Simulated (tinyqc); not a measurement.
Nucleation and growth of vacancy voids in a cooling silicon-like crystal. Changing the temperature of the worked step T. Computed by tinyqc, a small Python program. Command: `OMP_NUM_THREADS=1 python tinyqc.py 3013096 3013097 out.jsonl voids sweep`. One thread of a shared host (Intel(R) Xeon(R) Processor @ 2.30GHz), about 0.03 s of CPU time with the checks.

Spherical voids; vacancies are lost only to voids.

Inputs (values chosen for the exercise, for a model crystal):
```
quantity                                    value    unit
vacancy density at the melting point C_m  6.8e+14  1/cm^3
formation energy E_f                         4.13      eV
melting point T_m                            1685       K
diffusion prefactor D0                    0.00088  cm^2/s
migration energy E_m                         0.37      eV
site density rho                            5e+22  1/cm^3
void surface energy gamma                   0.904   J/m^2
vacancy excess C0                         3.1e+13  1/cm^3
```

Vacancy supply: given.

Constants: k_B = 8.617333262e-05 eV/K; k_B = 1.380649e-23 J/K; e = 1.602176634e-19 C.

Method. C = C0 as given. C_e = C_m exp[-(E_f/k_B)(1/T - 1/T_m)]; D = D0 exp(-E_m/(k_B T)); f = k_B T ln(C/C_e); r* = 2 gamma/(rho f); W* = 16 pi gamma^3/(3 rho^2 f^2); Z = f/sqrt(12 pi W* k_B T); I = rho Z (4 pi r* D C) exp(-W*/(k_B T)).

One run for each value:
```
temperature of the worked step T (K)  rate I (1/(cm^3 s))  W*/(k_B T)  critical radius r* (nm)  C_e (1/cm^3)
1300                                           3.2541e+11       30.08                  0.37760    1.4935e+11
1320                                           9.6638e+08       35.85                  0.41536    2.6110e+11
1340                                           3.9056e+05       43.60                  0.46152    4.4890e+11
1360                                           7.5862e+00       54.37                  0.51922    7.5959e+11
1370                                           6.3500e-03       61.41                  0.55384    9.8241e+11
1390                                           2.6850e-11       80.58                  0.63907    1.6252e+12
1410                                           1.5098e-24      110.96                  0.75529    2.6503e+12
1430                                           2.0361e-47      163.46                  0.92318    4.2634e+12
```

Over the rows, rate I (1/(cm^3 s)) falls from 3.25e11 to 2.04e-47 (exponent d ln y / d ln x -380 between the first rows and -3700 between the last); W*/(k_B T) rises from 30.1 to 163 (exponent d ln y / d ln x 11 between the first rows and 28 between the last); critical radius r* (nm) rises from 0.378 to 0.923 (exponent d ln y / d ln x 6.2 between the first rows and 14 between the last).

Caution (rows 1300): at such a rate voids would have used up the initial excess before the crystal cooled to this T.
